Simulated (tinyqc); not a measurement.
Deformation potentials from a strained empirical pseudopotential: sweeps and comparisons. A value that a table varies takes the place of the one given here.

Diamond lattice, no spin-orbit coupling. Atomic form factor V(q) = a1 (q^2 - a2)/(a3 exp(a4 q^2) - 1) in rydberg with q in 1/bohr, for the unstrained cell. Under a strain e the reciprocal vectors and k go over into (1 + e)^(-1) G, the atoms sit at +/- tau with tau = (1 + e) a (1,1,1)/8 - zeta a (eyz, ezx, exy)/4, and H(G,G') = c |k + G|^2 delta + (V(q)/det(1 + e)) cos(q.tau), q = G - G', with the term q = 0 left out; c = hbar^2/2m0. The basis is fixed before straining: all G with |k + G|^2 up to 16 (2 pi/a)^2. k is given in units of 2 pi/a of the unstrained cell.

Constants: hbar^2/2m0 = 3.80998211 eV angstrom^2; Ry = 13.60569312 eV; a0 (Bohr radius) = 0.5291772105 angstrom.

Values chosen for the exercise (a germanium-sized cell with gaps well above those of Ge; not measured data): a = 5.656 angstrom (lattice constant); A = (0.401, 2.443, 2.055, 0.458) (a1 (Ry bohr^2), a2 (1/bohr^2), a3, a4 (bohr^2)); h = 0.005 (size of the test strain); kD = 0.82 2 pi/a (position of the Delta minimum); a1 = 0.401; a2 = 2.443; a3 = 2.055; a4 = 0.458.

## The internal displacement

Xu of L (level 5, the lowest empty one) and d from exy = eyz = ezx = h for several zeta: Xu = [E(L [111]) - E(L [1-1-1])]/((8/3) h), d = (single valence level - pair)/(3 sqrt(3) h). zeta = 0 strains the bonds with the lattice; zeta = 1 keeps all four bond lengths equal to first order.

Results:

| zeta | Xu (L) (eV) | d (eV) |
|---|---|---|
| 0.00 | 8.63 | 1.97 |
| 0.25 | 9.88 | -0.46 |
| 0.50 | 11.13 | -2.89 |
| 0.60 | 11.64 | -3.86 |
| 0.75 | 12.40 | -5.31 |
| 1.00 | 13.69 | -7.74 |

From zeta = 0 to 1, d goes from 1.97 to -7.74 eV and Xu (L) from 8.63 to 13.69 eV, both nearly linearly: the displacement is an optical-phonon mode, and d = d(0) - zeta d0/4 gives its deformation potential d0 = 39 eV. Leaving the relaxation out (zeta = 0 for 0.5) moves d by +4.85 eV, which reverses its sign, and Xu (L) by -2.50 eV. Tetragonal strain has no such freedom.

## Size of the test strain

e = diag(-h/2, -h/2, h). Xu = [E(Delta z) - E(Delta x)]/(1.5 h) at fixed kD, b = [E(Z) - E(X, Y)]/(4.5 h); one-sided from +h alone, central from +h and -h.

Results (eV):

| h | Xu one-sided | Xu central | b one-sided | b central |
|---|---|---|---|---|
| 0.0010 | 7.727 | 7.730 | -3.004 | -3.001 |
| 0.0025 | 7.723 | 7.730 | -3.009 | -3.001 |
| 0.0050 | 7.716 | 7.731 | -3.017 | -3.001 |
| 0.0100 | 7.702 | 7.731 | -3.033 | -3.001 |
| 0.0200 | 7.676 | 7.734 | -3.066 | -3.001 |
| 0.0300 | 7.651 | 7.739 | -3.099 | -3.002 |

From h = 0.001 to 0.03 the one-sided Xu drifts by -0.076 eV and the central one by +0.009 eV; for b the drifts are -0.095 and -0.001 eV. The central difference cancels the term of second order in the strain, so its error goes as h^2. At h = 0.02 the linear law errs by 0.7 % for the valley splitting and 2.2 % for the valence splitting.

## What each parameter of the potential does

Gaps from the valence top to level 5 at Gamma and level 5 at (kD,0,0) and L, and their deformation potentials [E(+h) - E(-h)]/(3 ln((1 + h)/(1 - h))) for e = +/- h 1, h = 0.002. The row for the lattice constant keeps V(q) without the volume factor, so it is not a strain. Each row changes one parameter from the base and keeps the others.

Results:

| case | Gamma (eV) | Delta (eV) | L (eV) | potential Gamma (eV) | potential Delta (eV) | potential L (eV) |
|---|---|---|---|---|---|---|
| base | 1.491 | 1.351 | 1.151 | -8.97 | 0.81 | -2.93 |
| a = 5.713 angstrom | 1.281 | 1.585 | 1.202 | -9.16 | 0.49 | -3.14 |
| a1 = 0.397 | 1.470 | 1.280 | 1.104 | -8.89 | 0.84 | -2.89 |
| a2 = 2.467 | 1.350 | 1.413 | 1.133 | -9.02 | 0.74 | -2.97 |
| a3 = 2.076 | 1.472 | 1.254 | 1.090 | -8.87 | 0.84 | -2.90 |
| a4 = 0.453 | 1.553 | 1.427 | 1.213 | -9.12 | 0.72 | -3.03 |

The largest shifts from the base row, up to three for each result and ties (the steps differ in size, so this ranks the rows, not the parameters). Gamma (eV): a -0.210, a2 -0.141, a4 +0.061. Delta (eV): a +0.234, a3 -0.097, a4 +0.076. L (eV): a4 +0.062, a3 -0.061, a +0.052. potential Gamma (eV): a -0.19, a4 -0.15, a3 +0.10. potential Delta (eV): a -0.32, a4 -0.09, a2 -0.07. potential L (eV): a -0.21, a4 -0.10, a2 -0.04, a1 +0.04, a3 +0.04.

Program tinyqc; command `OMP_NUM_THREADS=1 python tinyqc.py 1881009 1881010 out.jsonl`; about 0.2 s on one thread of a shared Intel(R) Xeon(R) Processor @ 2.30GHz.
